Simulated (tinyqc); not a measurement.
Exchange-split free-electron bands and tunnelling magnetoresistance: one step. Transmissions. Two cases, with inputs chosen for the exercise.

Problem. Evaluate kappa and the three T.

Barrier: kappa = sqrt(mb phi/c), c = hbar^2/2m0. With a = k1/m, b = k2/m, w = kappa/mb, the transmission at normal incidence is T(k1, k2) = 4 a b w^2/[w^2 (a + b)^2 + (w^2 + a^2)(w^2 + b^2) sinh^2(kappa d)]. Parallel: G_P = T(up, up) + T(dn, dn); antiparallel: G_AP = 2 T(up, dn); TMR = (G_P - G_AP)/G_AP. Julliere: TMR = 2 P^2/(1 - P^2). Slonczewski factor: P_eff = P_k (w^2 - a_up a_dn)/(w^2 + a_up a_dn), P_k = (k_up - k_dn)/(k_up + k_dn).

Constants: hbar^2/2m0 = 3.80998211 eV angstrom^2.

Case 1.

Values chosen: m = 0.89 m0 (mass in the electrodes); mb = 0.4 m0 (mass in the barrier); phi = 2.41 eV (barrier height above EF); d = 12.5 angstrom (barrier thickness).

k_up, k_dn (1/angstrom): 1.016694  0.772554

Case 2.

Values chosen: m = 0.95 m0 (mass in the electrodes); mb = 0.34 m0 (mass in the barrier); phi = 0.89 eV (barrier height above EF); d = 14.3 angstrom (barrier thickness).

k_up, k_dn (1/angstrom): 1.191123  0.396342

Give: kappa; kappa d; T.

Solution.

Case 1.

kappa = 0.5030 1/angstrom
kappa d = 6.288

T: up-up 1.370e-05, dn-dn 1.209e-05, up-dn 1.287e-05

The majority channel transmits more, by a factor 1.13; the common factor exp(-2 kappa d) is 3.46e-06.

Case 2.

kappa = 0.2818 1/angstrom
kappa d = 4.030

T: up-up 0.001069, dn-dn 0.0008150, up-dn 0.0009332

The majority channel transmits more, by a factor 1.31; the common factor exp(-2 kappa d) is 0.000316.

Computed by tinyqc, one run a case: `OMP_NUM_THREADS=1 python tinyqc.py N N+1 out.jsonl` with N = 1652592, 1680127; one thread of a shared Intel(R) Xeon(R) Processor @ 2.30GHz, about 0.01 s a run at most.
